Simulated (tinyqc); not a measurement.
Worked calculation: Rayleigh-quotient iteration on a symmetric matrix. Computed by tinyqc, a small Python program that keeps every step. Settings: method = rayleigh, shift = 1.44. Command: `OMP_NUM_THREADS=1 python tinyqc.py 21214 21215 out.jsonl` (the two numbers bound the seeds that draw the settings). One thread of a shared host (Intel(R) Xeon(R) Processor @ 2.60GHz), about 0.01 s of CPU time with the checks.

## Step 1

A:
```
           1          2          3          4
1   0.119000  -1.172000  -0.030000   0.403000
2  -1.172000   0.600000  -0.186000  -0.494000
3  -0.030000  -0.186000   3.866000   0.177000
4   0.403000  -0.494000   0.177000   5.647000
```

vector v at the start: 0.500000  0.500000  0.500000  0.500000

shift = 1.440000

solve (A - shift) w = v; v' = w/|w| with its largest component positive (the first on a tie); lambda = v'^T A v'; the next shift is lambda.

vector after step 1: -0.647418  0.743479  0.056359  0.157835

Rayleigh quotient after step 1 = 1.454209

## Step 2

As before.

vector after step 2: -0.626425  0.764132  0.040253  0.148570

Rayleigh quotient after step 2 = 1.454963

## Course of the iteration

Stop when the residual |A v - lambda v| is below 1e-9.

Steps:
```
step      lambda  residual
1     1.45420916  9.05e-02
2     1.45496272  2.63e-05
3     1.45496272  1.52e-15
```

all eigenvalues, for comparison: -0.841143  1.454963  3.854285  5.763895

Converged in 3 steps.
